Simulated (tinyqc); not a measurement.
Resistance of a tapered via with liner, size effect and interface: one step of the calculation.

A round via whose diameter grows from db at the bottom as D(z) = db + 2 z/tan(ang). The fill, of diameter D - 2 tl, starts above the bottom liner (thickness fb tl) and has rho = rho0 (1 + ks lam/(D - 2 tl)); the sidewall liner conducts in parallel with it. The bottom liner and the interface are crossed over the full area pi db^2/4. Spreading in the lines above and below is left out.

Question. Total resistance. R_fill = sum of the slices; R_bottom = rl fb tl/(pi db^2/4); R_interface = ri/(pi db^2/4); ballistic (Sharvin) limit 1/(Sb pi (db - 2 tl)^2/4); ideal cylinder rho0 hv/(pi db^2/4).

Values chosen for this exercise; fill metal close to tungsten:
```
symbol    value      unit                                               meaning
db           14        nm                                diameter at the bottom
hv           36        nm                                                height
rho0       5.39   uohm cm                          bulk resistivity of the fill
tl          2.8        nm                                 liner on the sidewall
fb            1                   liner at the bottom over that on the sidewall
rl          310   uohm cm                              resistivity of the liner
ri      7.9e-13  ohm cm^2                   interface resistivity at the bottom
Sb       9.1e14     S/m^2  ballistic conductance per area, about 3/(4 rho0 lam)
```

slice resistance, slice 0 to 5 (ohm): 13.293731  12.575957  11.911053  11.294190  10.721059  10.187805

Find: parts; R; shares; ballistic limit; ideal cylinder.

Answer.

parts (ohm): fill 69.984, bottom liner 56.386, interface 0.51319
R = 126.88 ohm
shares (%): fill 55.156, bottom liner 44.440, interface 0.404
ballistic limit = 19.829 ohm
ideal cylinder = 12.605 ohm

The fill is the largest part, and R is 10.1 times the ideal cylinder. With 2000 slices R = 126.89 ohm.

Numbers from tinyqc (`OMP_NUM_THREADS=1 python tinyqc.py 2750115 2750116 out.jsonl`; about 0.01 s on one thread of a shared Intel Xeon 2.30GHz).
